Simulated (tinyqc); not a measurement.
# Changing the equivalent oxide thickness t

Model: ballistic transport through the one-dimensional subbands of a rectangular nanowire or nanosheet channel. Computed by tinyqc, a small Python program. Command: `OMP_NUM_THREADS=1 python tinyqc.py 3005572 3005573 out.jsonl wire sweep`. One thread of a shared host (Intel(R) Xeon(R) Processor @ 2.30GHz), about 0.04 s of CPU time with the checks.

Hard walls, parabolic subbands, transport along x. Energies are counted from the bulk conduction band edge at the top of the barrier, which the gate pulls down by U; the source Fermi level lies at the bulk edge when U = 0.

Inputs (values chosen for the exercise, modelled on InAs): mass m = 0.029 m_0; height a = 7.3 nm; width b = 26 nm; gate voltage above flat band V_G = 1.1 V; drain voltage V_D = 0.05 V; temperature T = 300 K.

Valleys: single isotropic valley.

Constants: hbar^2/(2 m_0) = 3.80998212 eV angstrom^2; k_B = 8.617333262e-05 eV/K; m_0 = 9.1093837015e-31 kg; k_B = 1.380649e-23 J/K; hbar = 1.054571817e-34 J s; eps_0 = 8.8541878128e-12 F/m; e = 1.602176634e-19 C; h = 6.62607015e-34 J s.

Method:
- E_pq = (hbar^2 pi^2/2)(p^2/(m_y b^2) + q^2/(m_z a^2)); m_x = m_y = m_z = m, degeneracy g = 1; the 10 lowest subbands are kept.
- F_j(eta) = (1/Gamma(j + 1)) int_0^infinity x^j/(1 + exp(x - eta)) dx, F_0 = ln(1 + exp(eta)). Integrals over x = E/(k_B T) use 160 Gauss-Legendre points in u = sqrt(x) from 0 to sqrt(max(eta, 0) + 32).
- With degeneracy g = 1, eta_i = (U - E_i)/(k_B T) and u = e V_D/(k_B T): line density n = sum_i g sqrt(2 m_x k_B T/pi)/(2 hbar) [F_-1/2(eta_i) + F_-1/2(eta_i - u)]; gate: e n = C_ox (V_G - U/e), C_ox = 3.9 eps_0 2 (a + b)/t (flat-plate estimate); I = (2 e k_B T/h) sum_i g [F_0(eta_i) - F_0(eta_i - u)].

One run for each value:
```
equivalent oxide thickness t (nm)  ballistic current I (microampere)  line density n (1/nm)  U (meV)
0.40                                                           26.40                  2.282     1036
0.57                                                           24.97                  2.175     1014
0.82                                                           23.11                  2.043      983
1.20                                                           20.99                  1.890      942
1.70                                                           19.72                  1.745      893
2.40                                                           19.26                  1.584      835
3.50                                                           18.04                  1.371      766
5.00                                                           15.96                  1.161      696
```

Describe and explain the trends.

Over the rows, ballistic current I (microampere) falls from 26.4 to 16.0 (exponent d ln y / d ln x -0.16 between the first rows and -0.34 between the last); line density n (1/nm) falls from 2.28 to 1.16 (exponent d ln y / d ln x -0.14 between the first rows and -0.47 between the last); U (meV) falls from 1040 to 696 (exponent d ln y / d ln x -0.063 between the first rows and -0.27 between the last). Thinning the oxide by a factor 12.5 raises n by 1.97 and the current by 1.65. The charge lags because part of V_G goes into U (quantum capacitance and subband energy). The current lags the charge, since it counts the modes open within the bias window, not the carriers.

Caution (all rows): confinement energies this large call for non-parabolicity and barrier penetration, which lower the subbands and raise the mass.
